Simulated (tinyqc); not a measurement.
FinFET, parasitic resistance, capacitance and delay: effect of the fin height.

Nf fins under one contact; each has gated perimeter p = 2 Hf + Wf and cross-section A = Hf Wf; contact width Wc = Nf pf, stack height Hs = Hf. Contact length Lc = CPP - Lg - 2 Lsp, shared by two neighbouring gates. Source and drain sides are equal. The formulas are first-order estimates, not field solutions.

Epitaxy sheet resistance Rsh = re/te, transfer length LT = sqrt(rc/Rsh), contact Rc = [sqrt(rc Rsh)/Wc] coth(Lc/(2 LT)); extension of one fin Rx = rx Lsp/A. With N fins: gate Cg = Cinv p N Lg; per side, plate Cp = ks eps0 [Wc (Hs + Hc) - N A]/Lsp, top fringe Cf = (2/pi) ks eps0 Wc ln(1 + Lg/(2 Lsp)), overlap Co = Cinv p N Lov. One fin: I = p Q vx u/(1 + |u|^1.8)^(1/1.8), Q = Cinv n Vt ln(1 + exp((Vg' - VT + dl Vd')/(n Vt))), u = Vd' mu/(vx Lg), Vg' = Vgs - v, Vd' = Vds - 2 v, with the drop on each side v = Rc (sum of I) + Rx I. Ieff = [I(Vgs = Vdd, Vds = Vdd/2) + I(Vdd/2, Vdd)]/2, total currents. With Cs = Cp + Cf + Co, the load of an inverter of two such devices driving an equal one is CL = 2 (Cg + 2 Cs) + 4 Cs + Cw (own drains counted twice for the Miller effect); delay CL Vdd/(2 Ieff).

Parameters, values chosen for the exercise; values close to those of silicon logic devices: temperature T = 300 K; number of fins Nf = 2; fin width Wf = 5 nm; fin pitch pf = 24 nm; contacted gate pitch CPP = 60 nm; gate length Lg = 12 nm; spacer length Lsp = 4 nm; relative permittivity of the spacer ks = 7; gate height above the channel stack Hc = 30 nm; contact resistivity rc = 3.6e-9 ohm cm^2; resistivity of the source-drain epitaxy re = 0.00052 ohm cm; current-carrying depth of the epitaxy te = 25 nm; resistivity of the extension rx = 0.0019 ohm cm; gate overlap Lov = 2 nm; inversion capacitance Cinv = 2.4 uF/cm^2; injection velocity vx = 8.4e6 cm/s; apparent mobility mu = 150 cm^2/(V s); threshold at zero drain voltage VT = 0.19 V; barrier lowering dl = 0.039 V/V; subthreshold factor n = 1.21; wire load Cw = 0.18 fF; supply voltage Vdd = 0.7 V.

Constants: q = 1.602176634e-19 C, kB = 1.380649e-23 J/K, eps0 = 8.8541878128e-12 F/m, Vt = kB T/q. Results are converted to the units shown.

The same in every row: Rc (ohm) = 403.5.

Result of one run:
```
Hf (nm)  Rx/N (ohm)  Ieff (uA)  CL (aF)  delay (ps)
30            253.3      75.15    638.5       2.974
```

What becomes of these results when the fin height Hf is changed from 30 to 50 nm, all else the same?

Result of the changed run:
```
Hf (nm)  Rx/N (ohm)  Ieff (uA)  CL (aF)  delay (ps)
50            152.0      113.2    809.5       2.503
```

The whole series:
```
Hf (nm)  Rx/N (ohm)  Ieff (uA)  CL (aF)  delay (ps)
20            380.0      53.77    553.0       3.599
30            253.3      75.15    638.5       2.974
40            190.0      94.93    724.0       2.669
50            152.0      113.2    809.5       2.503
60            126.7      130.0    895.0       2.410
70            108.6      145.3    980.5       2.361
80            95.00      159.3     1066       2.341
90            84.44      172.1     1152       2.342
```

As Hf goes from 20 to 90 nm, Ieff rises from 53.8 to 172 uA, CL rises from 553 to 1150 aF and the delay falls from 3.60 to 2.34 ps. From the first row to the last Ieff grows by a factor of 3.20 and CL by 2.08; the first step changes the delay by -17 %, the last by 0.033 %.

Program tinyqc, `OMP_NUM_THREADS=1 python tinyqc.py 2170046 2170047 out.jsonl`; Intel Xeon 2.30GHz, shared host, one thread, about 0.03 s.
